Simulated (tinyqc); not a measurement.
Rapid thermal processing of a wafer: radiative balance, ramp and cooling, pattern effects, pyrometer error and spike budget: one step, computed by the program tinyqc. Command: `OMP_NUM_THREADS=1 python tinyqc.py 3113562 3113563 out.jsonl rtp walk`. One thread of a shared host (Intel(R) Xeon(R) Processor @ 2.30GHz), about 0.05 s of CPU time with the checks.

The wafer is opaque and uniform through its thickness unless said otherwise; temperatures in formulas are in kelvin (C + 273.15). sigma = 5.670374419e-12 W/(cm^2 K^4).

Task: Pyrometer error. Signal proportional to eps/(exp(c2/(lambda T)) - 1), c2 = h c/k_B. If the assumed emissivity is too high by the given error, the reading T' solves (1 + error)/(exp(c2/(lambda T')) - 1) = 1/(exp(c2/(lambda T)) - 1). Wien estimate: T' - T = -lambda T^2 ln(1 + error)/c2. Process rates go as exp(-E_a/(k_B T)).

Inputs (values chosen for the exercise, modelled on a hot silicon wafer):
```
quantity                              value        unit
process temperature                     627           C
pyrometer wavelength                   0.95  micrometre
error of the assumed emissivity         1.7           %
activation energy of the process E_a   1.24          eV
```

Constants: h = 6.62607015e-34 J s; c = 299792458 m/s; k_B = 1.380649e-23 J/K; k_B = 8.617333262e-05 eV/K.

Give: c2; c2/(lambda T); reading less true temperature; Wien estimate; rate at T over rate at T', less 1.

Result:

c2 = 14388 micrometre K

c2/(lambda T) = 16.82

reading less true temperature = -0.9010 K

Wien estimate = -0.9019 K

rate at T over rate at T', less 1 = 1.615 %
